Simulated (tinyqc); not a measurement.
Ferroelectric hysteresis, discrete Preisach model: one step of the calculation.

16 bistable elements (j, k) switch to +1 when V reaches u_j and to -1 when V falls to -u_k, and keep their state between. P = Ps sum w_jk s_jk. All elements start at -1. No time dependence and no dielectric part.

Task. Weights. w_jk is proportional to exp[-(a_j^2 + a_k^2 - 2 cr a_j a_k)/(2 (1 - cr^2))], a_j = (u_j - Vc)/sg, and the weights sum to one.

Parameters, values chosen for the exercise:
```
symbol                 value  unit                              meaning
Vc                      0.87     V                mean coercive voltage
sg                      0.65     V     spread of the switching voltages
up      [0.3, 0.9, 1.5, 2.1]     V                      list of the u_j
cr                       0.8        correlation of up and down voltages
```

Give: w.

Result.

w:
```
        d=-0.3   d=-0.9   d=-1.5   d=-2.1
u=0.3  0.16850  0.08090  0.00364  0.00002
u=0.9  0.08090  0.25801  0.07716  0.00216
u=1.5  0.00364  0.07716  0.15328  0.02855
u=2.1  0.00002  0.00216  0.02855  0.03533
```

Numbers from tinyqc (`OMP_NUM_THREADS=1 python tinyqc.py 2860130 2860131 out.jsonl`; about 0.01 s on one thread of a shared Intel Xeon 2.30GHz).
